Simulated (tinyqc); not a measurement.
Exchange-split free-electron bands and tunnelling magnetoresistance: sweeps and comparisons. A value that a table varies takes the place of the one given here.

Majority and minority bands E = c k^2/m -/+ Dx/2, c = hbar^2/2m0, so k_up = sqrt(m (EF + Dx/2)/c), k_dn = sqrt(m (EF - Dx/2)/c); n_s = k_s^3/(6 pi^2), D_s = m k_s/(4 pi^2 c).

Barrier: kappa = sqrt(mb phi/c), c = hbar^2/2m0. With a = k1/m, b = k2/m, w = kappa/mb, the transmission at normal incidence is T(k1, k2) = 4 a b w^2/[w^2 (a + b)^2 + (w^2 + a^2)(w^2 + b^2) sinh^2(kappa d)]. Parallel: G_P = T(up, up) + T(dn, dn); antiparallel: G_AP = 2 T(up, dn); TMR = (G_P - G_AP)/G_AP. Julliere: TMR = 2 P^2/(1 - P^2). Slonczewski factor: P_eff = P_k (w^2 - a_up a_dn)/(w^2 + a_up a_dn), P_k = (k_up - k_dn)/(k_up + k_dn).

Constants: hbar^2/2m0 = 3.80998211 eV angstrom^2.

Values chosen for the exercise: EF = 5.62 eV (Fermi energy above the mean band bottom); Dx = 5.84 eV (exchange splitting); m = 1.1 m0 (mass in the electrodes); mb = 0.54 m0 (mass in the barrier); d = 9.4 angstrom (barrier thickness); phi = 1.77 eV (barrier height above EF).

## Barrier height

Results:

| phi (eV) | w (1/angstrom) | P_eff | TMR (%) | G_P |
|---|---|---|---|---|
| 0.20 | 0.312 | -0.2364 | 10.49 | 0.108 |
| 0.40 | 0.441 | -0.1989 | 7.88 | 0.0467 |
| 0.70 | 0.583 | -0.1519 | 4.68 | 0.0149 |
| 1.0 | 0.697 | -0.1133 | 2.60 | 0.00540 |
| 1.5 | 0.854 | -0.0623 | 0.78 | 0.00122 |
| 2.0 | 0.986 | -0.0230 | 0.11 | 0.000330 |
| 3.0 | 1.208 | 0.0336 | 0.23 | 3.46e-05 |
| 4.0 | 1.394 | 0.0724 | 1.05 | 4.97e-06 |
| 6.0 | 1.708 | 0.1221 | 3.03 | 1.85e-07 |
| 10 | 2.205 | 0.1733 | 6.19 | 9.49e-10 |

P_eff vanishes where w^2 = a_up a_dn, at phi = 2.36 eV, inside the table; the lowest TMR listed is 0.11 % at 2 eV. TMR is 10.5 % at the lowest barrier and 6.2 % at the highest, against 17.0 % for Julliere with P_k; P_eff tends to +P_k for very high barriers and to -P_k for very low ones. G_P falls by 8.1 decades.

## Barrier thickness

Results:

| d (angstrom) | kappa d | G_P | G_AP | TMR (%) |
|---|---|---|---|---|
| 1 | 0.501 | 1.54 | 1.44 | 6.50 |
| 2 | 1.002 | 0.790 | 0.764 | 3.40 |
| 3 | 1.503 | 0.332 | 0.326 | 1.59 |
| 4 | 2.003 | 0.128 | 0.127 | 0.81 |
| 6 | 3.005 | 0.0177 | 0.0177 | 0.39 |
| 8 | 4.007 | 0.00240 | 0.00239 | 0.33 |
| 10 | 5.009 | 0.000324 | 0.000323 | 0.32 |
| 13 | 6.511 | 1.60e-05 | 1.60e-05 | 0.32 |
| 16 | 8.014 | 7.94e-07 | 7.92e-07 | 0.32 |
| 20 | 10.017 | 1.44e-08 | 1.44e-08 | 0.32 |

For thick barriers each angstrom costs a factor exp(2 kappa) = 2.72 in both conductances, and TMR settles at 0.32 % (the interface factor, which vanishes at (kappa/mb)^2 = k_up k_dn/m^2, reduces it below the value from the polarisation of k alone); it is within 0.1 point of that from d = 6 angstrom on. At 1 angstrom it is 6.50 %, where the barrier is thin and the mismatch of k_up and k_dn starts to rule, as it does fully for d -> 0.

## Exchange splitting

Dx takes the listed multiples of 2 EF.

Results:

| Dx/(2 EF) | k_up | k_dn | P_k | P_eff | TMR (%) |
|---|---|---|---|---|---|
| 0.10 | 1.3360 | 1.2084 | 0.0501 | -0.0108 | 0.02 |
| 0.20 | 1.3954 | 1.1393 | 0.1010 | -0.0211 | 0.09 |
| 0.35 | 1.4800 | 1.0270 | 0.1807 | -0.0338 | 0.23 |
| 0.50 | 1.5601 | 0.9007 | 0.2679 | -0.0399 | 0.32 |
| 0.65 | 1.6362 | 0.7536 | 0.3693 | -0.0312 | 0.20 |
| 0.80 | 1.7090 | 0.5697 | 0.5000 | 0.0167 | 0.06 |
| 0.90 | 1.7558 | 0.4028 | 0.6268 | 0.1196 | 2.92 |
| 0.97 | 1.7879 | 0.2206 | 0.7803 | 0.3514 | 28.20 |

P_k rises from 0.050 to 0.780, and TMR goes from 0.02 % to 28.2 %, not steadily: its largest value is 28.20 % at 0.97 and its smallest 0.02 % at 0.1; P_eff changes sign along the table. At Dx = 2 EF the minority band is empty (a half metal) and G_AP vanishes.

## What moves the magnetoresistance

All results formed anew. Each row changes one parameter from the base and keeps the others.

Results:

| case | P_k | P_eff | TMR (%) | G_P |
|---|---|---|---|---|
| base | 0.2802 | -0.0399 | 0.32 | 0.000591 |
| Dx = 6.132 eV | 0.2968 | -0.0394 | 0.31 | 0.000586 |
| EF = 6.182 eV | 0.2511 | -0.0511 | 0.53 | 0.000589 |
| phi = 2.301 eV | 0.2802 | -0.0034 | 0.00 | 0.000160 |
| mb = 0.432 m0 | 0.2802 | -0.0089 | 0.02 | 0.00162 |
| d = 11.4 angstrom | 0.2802 | -0.0399 | 0.32 | 7.97e-05 |
| m = 1.32 m0 | 0.2802 | -0.0146 | 0.05 | 0.000599 |

The largest shifts from the base row, up to three for each result and ties (the steps differ in size, so this ranks the rows, not the parameters). P_k: EF -0.0291, Dx +0.0166; unchanged at the printed digits by phi, mb, d and m. P_eff: phi +0.0365, mb +0.0310, m +0.0253; unchanged at the printed digits by d. TMR (%): phi -0.32, mb -0.30, m -0.28; unchanged at the printed digits by d. G_P: mb +0.00103, d -0.000511, phi -0.000430.

Program tinyqc; command `OMP_NUM_THREADS=1 python tinyqc.py 1650570 1650571 out.jsonl`; about 0.01 s on one thread of a shared Intel(R) Xeon(R) Processor @ 2.30GHz.
